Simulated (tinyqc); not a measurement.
Ten-year voltage from two stress tests.

Question. Lifetimes follow tau = t0 exp(B/Vd). Ten years are 3.15576e8 s. Find B, t0 and the drain voltage for ten years.

lifetimes at Vd = 4.9 and 5.6 V (s): [1.9e5, 40080.9686]

Solution. ln(tau) is linear in 1/Vd.

B = 61.0 V
t0 = 0.745 s
ten-year voltage = 3.07 V

Program tinyqc, `OMP_NUM_THREADS=1 python tinyqc.py 2550144 2550145 out.jsonl`; Intel Xeon 2.30GHz, shared host, one thread, about 0.01 s.
